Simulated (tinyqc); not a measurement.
Width of the well: exciton in a hard-walled quantum well (variational).

Electron and hole in the lowest states cos(pi z/L) of a hard-walled well; relative motion in the plane exp(-rho/lam). E(lam) = c/(mu lam^2) - (q/eps) <1/r>, <1/r> = integral over k from 0 to infinity of F(kL) (1 + (k lam/2)^2)^(-3/2), F(x) = [3x + 8 pi^2/x - 32 pi^4 (1 - exp(-x))/(x^2 (x^2 + 4 pi^2))]/(x^2 + 4 pi^2); c = hbar^2/2m0, q = e^2/(4 pi eps0). E is counted from the subband edge.

Constants: hbar^2/2m0 = 3.80998211 eV angstrom^2; e^2/(4 pi eps0) = 14.39964547 eV angstrom.

Parameters, chosen for this exercise (out of a larger set: near those of ZnSe; not measured data): eps = 8.5 (dielectric constant); Ls = (4, 10, 17, 34, 72, 121, 214) angstrom (widths).

mu = 0.122536 m0
Ry* = 23.0753 meV
a* = 36.708 angstrom

The minimum for each width. The strength per area goes as |phi(0)|^2 = 2/(pi lam^2), listed relative to the strict two-dimensional value.

Results:
```
L (angstrom)  L/a*  lam (angstrom)  binding (meV)  in Ry*  strength
4             0.11            20.9          80.20   3.475     0.768
10            0.27            23.8          69.30   3.003     0.595
17            0.46            26.4          61.05   2.645     0.482
34            0.93            31.5          49.02   2.124     0.339
72            1.96            39.9          36.04   1.562     0.212
121           3.30            48.0          27.98   1.213     0.146
214           5.83            60.0          20.47   0.887     0.094
```

The binding falls from 3.48 to 0.89 Ry*. It drops below the bulk value Ry* between 121 and 214 angstrom, which is a failure of the trial function: it has no correlation along z, so it cannot reach the bulk limit. Even at L = 0.11 a* only 87 % of the two-dimensional limit is reached. With finite barriers the binding would peak at some width and fall again as the carriers leak out.

(tinyqc, `OMP_NUM_THREADS=1 python tinyqc.py 1250623 1250624 out.jsonl`, Intel(R) Xeon(R) Processor @ 2.30GHz, 1 thread, shared host, about 0.02 s.)
